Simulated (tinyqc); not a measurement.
Order of mass and momentum: stepped quantum well by finite differences.

Finite differences on points z_i at the centres of cells of width h: H_ii = (c/h^2)(1/m_(i-1/2) + 1/m_(i+1/2)) + V_i, H_(i,i+1) = -(c/h^2)/m_(i+1/2), where m_(i+1/2) is the mean of the masses at the two points (the end values are repeated outwards), psi = 0 on the points beyond both ends, c = hbar^2/2m0. The field adds e F (z - z0) with z0 the middle of the structure; 1 kV/cm = 1e-5 eV/angstrom.

Constants: hbar^2/2m0 = 3.80998211 eV angstrom^2.

Parameters, chosen for this exercise (out of a larger set: near those of a GaAs well in AlGaAs; not measured data):
- layers = ((64, 0.243, 0.0919), (32, 0, 0.0652), (48, 0.097, 0.0759), (64, 0.243, 0.0919)) (each layer: thickness in angstrom, band edge in eV, mass in m0)
- F = 0 kV/cm (field along z)
- hf = 1 angstrom (cell width of the fine grid)

Fine grid. Hermitian kinetic operators m^a p m^b p m^a with 2a + b = -1: H_ii = (c/h^2) m_i^(2a) (m_(i-1/2)^b + m_(i+1/2)^b) + V_i, H_(i,i+1) = -(c/h^2) m_i^a m_(i+1)^a m_(i+1/2)^b; BenDaniel-Duke is a = 0. The halved form has H_ii = 2c/(h^2 m_i) + V_i and H_(i,i+1) = -(c/2h^2)(1/m_i + 1/m_(i+1)). The shifts are measured against BenDaniel-Duke; the last column repeats E1 with cells of hf/4.

Levels (eV):

| operator | E1 | E2 | E1 - E1(BDD) (meV) | E1 at hf/4 |
|---|---|---|---|---|
| BenDaniel-Duke | 0.0874 | 0.1998 | 0.0 | 0.0875 |
| (1/m) p^2 + p^2 (1/m), halved | 0.0783 | 0.1889 | -9.2 | -0.0590 |
| m^(-1/2) p^2 m^(-1/2) | 0.0982 | 0.2077 | 10.8 | 0.0983 |
| m^(-1/4) p m^(-1/2) p m^(-1/4) | 0.0929 | 0.2036 | 5.5 | 0.0930 |
| one mass, the smallest | 0.0937 | 0.2118 | 6.3 | 0.0937 |

The three forms m^a p m^b p m^a span 10.8 meV in E1, 10 % of E2 - E1; they differ only at the mass steps (largest to smallest mass 1.41), where m^a psi is the continuous quantity. Dropping the mass step altogether moves E1 by +6.3 meV. Refining the grid moves the halved form by -137.3 meV, against at most 0.03 meV for the other three: at an abrupt step it has no limit as the grid is refined.

Run: tinyqc, `OMP_NUM_THREADS=1 python tinyqc.py 1251282 1251283 out.jsonl`; Intel(R) Xeon(R) Processor @ 2.30GHz, one thread, shared host; about 0.01 s of CPU time with all checks.
